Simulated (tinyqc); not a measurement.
# Worked calculation: implanted layer, carriers, mobility and sheet resistance with incomplete ionisation

Program tinyqc, `OMP_NUM_THREADS=1 python tinyqc.py 2110055 2110056 out.jsonl`; Intel Xeon 2.30GHz, shared host, one thread, about 0.01 s. Printed values are rounded.

An n-type layer from the surface x = 0 to the junction xj, N(x) = N0 exp(-(x - Rp)^2/(2 sg^2)). Local neutrality (no depletion at surface or junction, no spilling of carriers), intrinsic carriers neglected, Boltzmann statistics.

Values chosen for this exercise; values close to those of arsenic in silicon over a p-type background:
- T = 250 K (temperature)
- Nb = 1.7e15 cm^-3 (background doping of the opposite type)
- N0 = 5.1e17 cm^-3 (peak chemical concentration)
- m1 = 52.5 cm^2/(V s) (mobility limit at high doping)
- m2 = 1380 cm^2/(V s) (mobility limit at low doping, at 300 K)
- Nr = 9.74e16 cm^-3 (reference doping of the mobility law)
- am = 0.667 (exponent of the mobility law)
- bt = 2.1 (temperature exponent of m2)
- Ns = 2e20 cm^-3 (solubility limit of active dopant)
- NB = 2.16e19 cm^-3 (conduction-band density of states at T)
- Ei = 0.052 eV (ionisation energy in the dilute limit)
- gd = 2 (degeneracy factor of the level)
- ks = 0 eV cm (lowering of Ei per N^(1/3))
- sg = 92 nm (straggle after annealing)
- Rp = 81 nm (projected range)

Constants: q = 1.602176634e-19 C, kB = 1.380649e-23 J/K, Vt = kB T/q. Results are converted to the units shown.

## Junction depth and local values

xj = Rp + sg sqrt(2 ln(N0/Nb)); 10 equal steps from 0 to xj. Active dopant A = min(N, Ns); n solves n (n + Nb)/(A - Nb - n) = K, K = (NB/gd) exp(-E/Vt), E = max(Ei - ks A^(1/3), 0), so n = 2 K (A - Nb)/[Nb + K + sqrt((Nb + K)^2 + 4 K (A - Nb))]; mobility mu = m1 + (m2 (T/300 K)^(-bt) - m1)/(1 + ((A + Nb)/Nr)^am).

xj = 391.731 nm

```
point	x (nm)	N (cm^-3)	A (cm^-3)	n (1e17 cm^-3)	mu (cm^2/(V s))
0	0.000	3.46135e17	3.46135e17	2.69054	643.164
1	39.173	4.59924e17	4.59924e17	3.38829	568.132
2	78.346	5.09788e17	5.09788e17	3.67606	542.510
3	117.519	4.71362e17	4.71362e17	3.45519	561.940
4	156.692	3.63565e17	3.63565e17	2.80155	629.761
5	195.865	2.33922e17	2.33922e17	1.93241	755.869
6	235.038	1.25552e17	1.25552e17	1.10924	950.486
7	274.212	5.62129e16	5.62129e16	0.51660	1207.33
8	313.385	2.09948e16	2.09948e16	0.18892	1482.53
9	352.558	6.54108e15	6.54108e15	0.04809	1705.45
10	391.731	1.7e15	1.7e15	0.00000	1833.72
```

At the point of highest doping 72.4 % of the net active dopant gives free carriers. The mobility runs from 543 to 1830 cm^2/(V s).

## Sheet quantities by the trapezoid rule

Dose = integral of N, carrier sheet density = integral of n, 1/Rs = q integral of n mu, mean mobility 1/(q Rs sheet density), Hall mobility (unit Hall factor) = integral of n mu^2 over integral of n mu, Hall sheet density = (integral of n mu)^2/integral of n mu^2; all from 0 to xj.

dose = 9.4869e12 cm^-2
carrier sheet density = 7.2320e12 cm^-2
Rs = 1328.7 ohm/square
mean mobility = 649.52 cm^2/(V s)
Hall mobility = 696.22 cm^2/(V s)
Hall sheet density = 6.7469e12 cm^-2

Carriers make up 76.2 % of the dose. A Hall measurement weights the mobile tail, so its sheet density is 6.7 % below the true one. With 4000 steps Rs = 1326 ohm/square; the coarse value is 0.21 % above it.
